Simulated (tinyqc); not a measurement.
Worked calculation: Monte Carlo simulation of one carrier in a uniform electric field. Computed by tinyqc, a small Python program that keeps every step. Command: `OMP_NUM_THREADS=1 python tinyqc.py 3022903 3022904 out.jsonl mcfl walk`. One thread of a shared host (Intel(R) Xeon(R) Processor @ 2.30GHz), about 3 s of CPU time with the checks. Intermediate numbers are printed to about 5 digits and carried at full precision; extremes and crossings named in words are read from the listed rows.

The force e F acts along +z. Flights end at the constant total rate Gamma; the part of Gamma that the real rates do not fill is self-scattering, which leaves k unchanged. One valley, no impurities and no intervalley scattering.

Inputs (values chosen for the exercise, for a model polar semiconductor): effective mass m = 0.27 m_0; non-parabolicity alpha = 0.2 1/eV; static permittivity eps_s = 8.9; high-frequency permittivity eps_inf = 4.69; density rho = 3250 kg/m^3; sound velocity v_l = 8840 m/s; acoustic deformation potential D_A = 4.7 eV; optical phonon energy hbar w = 63.9 meV; lattice temperature T = 200 K; electric field F = 4.5 kV/cm; energy E_max up to which Gamma must cover the rates = 0.4 eV; seed of the random numbers = 41598.

Crystal: polar. Band: Kane.

starting wave vector (1/nm): [-0.11, 0.27, -0.23]

Constants: k_B = 1.380649e-23 J/K; e = 1.602176634e-19 C; hbar = 1.054571817e-34 J s; m_0 = 9.1093837015e-31 kg; hbar = 6.582119569e-16 eV s; eps_0 = 8.8541878128e-12 F/m; k_B = 8.617333262e-05 eV/K.

## Total rate Gamma

Kane band: hbar^2 k^2/(2 m) = E (1 + alpha E), speed v = hbar k/(m (1 + 2 alpha E)), states per spin, volume and energy g(E) = m k (1 + 2 alpha E)/(2 pi^2 hbar^2); overlap factors are set to 1. Masses are multiplied by m_0 and all formulas are in SI units. Phonon occupation N_q = 1/(exp(hbar w/(k_B T)) - 1). Acoustic deformation potential (elastic, equipartition, absorption and emission together): 1/tau = 2 pi k_B T D_A^2 g(E)/(hbar rho v_l^2). Polar optical, unscreened: W = e^2 w (1/eps_inf - 1/eps_s) m (1 + 2 alpha E') ln|(k + k')/(k - k')| / (4 pi eps_0 hbar^2 k), times N_q for absorption (E' = E + hbar w) and N_q + 1 for emission (E' = E - hbar w > 0), with alpha = 0 for a parabolic band; mean cosine of the angle <cos> = (k^2 + k'^2)/(2 k k') - 1/ln|(k + k')/(k - k')|. Gamma is 1.05 times the largest total rate on the grid E = (j + 1/2) E_max/400, j = 0..399.

largest total rate = 107.14 1e12/s

energy of the largest rate = 253.5 meV

Gamma = 112.50 1e12/s

## Flight 1

Random numbers (0.02 to 0.98, from up to 60 sets tried for early real events), one row a flight, columns r1, r2, r3, r4:
$$\begin{pmatrix}
0.4238 & 0.0313 & 0.5316 & 0.1620 \\
0.4344 & 0.6708 & 0.5214 & 0.7529 \\
0.8037 & 0.4872 & 0.8552 & 0.2063 \\
0.8623 & 0.6622 & 0.4314 & 0.3643 \\
0.5712 & 0.2662 & 0.4899 & 0.4728 \\
0.9105 & 0.1307 & 0.2722 & 0.7208 \\
0.4625 & 0.5777 & 0.5056 & 0.7578
\end{pmatrix}$$

Flight: t = -ln(r1)/Gamma; k_z grows by e F t/hbar; E follows from the band; dz = (E_end - E_start)/(e F). Use row 1 of the random numbers.

flight time t = 7.6312 fs

k at the end of the flight (1/nm): [-0.11000, 0.27000, -0.22478]

energy at the end = 19.052 meV

displacement dz = -0.73836 nm

## Scattering event 1

Choice: with cumulative rates in the order acoustic, absorption, emission, the process is the first whose sum exceeds r2 Gamma; if none, self-scattering. Final state: E' = E, E + hbar w or E - hbar w gives k'. Isotropic processes: cos(theta) = 1 - 2 r3 from the z axis, phi = 2 pi r4, k' (sin theta cos phi, sin theta sin phi, cos theta). Polar processes: cos(b) = [1 + xi - (1 + 2 xi)^r3]/xi, xi = 2 k k'/(k - k')^2, b from the old direction n; new direction cos b n + sin b (cos phi e1 + sin phi e2), e1 = (z x n)/|z x n|, e2 = n x e1.

cumulative rates (1e12/s): acoustic 0.1527, absorption 3.8068, emission 3.8068

r2 Gamma = 3.5212 1e12/s

Process chosen: absorption

k after event 1, the start of the next flight (1/nm): [-0.57575, 0.43730, 0.27365]

## Flight 2

Use row 2 of the random numbers.

flight time t = 7.4116 fs

k at the end of the flight (1/nm): [-0.57575, 0.43730, 0.27872]

energy at the end = 83.334 meV

displacement dz = 0.84944 nm

## Scattering event 2

The formulas are those given above.

cumulative rates (1e12/s): acoustic 0.330, absorption 3.653, emission 73.303

r2 Gamma = 75.463 1e12/s

Process chosen: self-scattering

k after event 2, the start of the next flight (1/nm): [-0.57575, 0.43730, 0.27872]

## All printed flights

Drift estimate: sum dz / sum t.

Flights:
```
flight  t (fs)  E at the end (meV)   dz (nm)          process  k_x (1/nm)  k_y (1/nm)  k_z (1/nm)
1       7.6312              19.052  -0.73836       absorption    -0.57575     0.43730     0.27365
2       7.4116              83.334   0.84944  self-scattering    -0.57575     0.43730     0.27872
3       1.9425              83.435   0.22519         emission     0.15008    -0.23016     0.25196
4       1.3169              19.599   0.14142  self-scattering     0.15008    -0.23016     0.25286
5       4.9780              19.842   0.53910  self-scattering     0.15008    -0.23016     0.25627
6       0.8335              19.882   0.09096  self-scattering     0.15008    -0.23016     0.25684
7       6.8545              20.223   0.75566  self-scattering     0.15008    -0.23016     0.26152
```

drift estimate from these flights = 60171 m/s

5 of the 7 flights end in self-scattering. So few flights say little about the drift velocity: the estimate is noise at this length.

## Low-field mobility from the linear Boltzmann equation

On the grid E_j = (j + 1/2) hbar w/12 up to 20 k_B T + 2 hbar w, solve (sum of rates) l(E) = v(E) + W_abs <cos> l(E + hbar w) + W_em <cos> l(E - hbar w); mu_0 = e sum g v l exp(-E/k_B T)/(3 k_B T sum g exp(-E/k_B T)).

low-field mobility mu_0 = 1705.1 cm^2/(V s)

## Long runs: velocity against field

Each row: 250 carriers from a thermal start, 1600 flights each, the first half discarded, random numbers not printed; the error is the standard error over ten groups; the mean energy is taken at the ends of flights, which sample time evenly. Fields at which more than 0.02 % of the events exceed Gamma are left out.

Monte Carlo results:
```
F (kV/cm)  drift velocity (1e5 m/s)  error (1e5 m/s)  mu_0 F (1e5 m/s)  mean energy (meV)  real events (%)
1.1                           0.172           0.0150            0.1876               29.5             6.49
2.2                           0.290           0.0130            0.3751               29.3             6.56
4.5                           0.534           0.0170            0.7673               29.9             6.79
9.0                           0.825           0.0096            1.5346               31.5             7.49
18.0                          1.100           0.0054            3.0692               34.5             9.19
```

At the lowest field the drift velocity is 0.92 +/- 0.08 of the ohmic value mu_0 F, at the highest 0.36 +/- 0.00. The mean energy goes from 30 to 34 meV against the parabolic-band thermal value 3 k_B T/2 = 26 meV: the carriers heat, more of them reach the emission threshold, where they lose momentum, and the curve bends below the ohmic line. Only 6 to 9 % of the events are real; the rest is the price of a constant Gamma. Where hbar w is several k_B T, energy relaxes slowly and the low-field energies may still be drifting.

Checks made by the program: energy gained in the printed flights against e F dz (relative difference 8e-10).
